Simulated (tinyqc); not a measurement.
## Gap voltage and exponent from three temperatures

Question. At constant current VBE(T) = Vg0 - a T - eta (kB T/q) ln T, where a is a constant. Find Vg0, eta and dVBE/dT at the middle temperature.

Constants: q = 1.602176634e-19 C, kB = 1.380649e-23 J/K. Results are converted to the units shown.

T (K): 233  253  390
VBE at a constant current (V): 0.7066116660  0.6617143085  0.3412969196

Solution. The relation is linear in Vg0, a and eta, so three points give a linear system; the slope is (VBE - Vg0 - eta kB T/q)/T. eta rests on the curvature of VBE(T) alone, so real fits need accuracy of some tens of microvolts or better.

Vg0 = 1.146 V
eta = 4.000
dVBE/dT = -2.259 mV/K

tinyqc, about 0.02 s, one thread, Intel Xeon 2.30GHz (shared host): `OMP_NUM_THREADS=1 python tinyqc.py 2062165 2062166 out.jsonl`
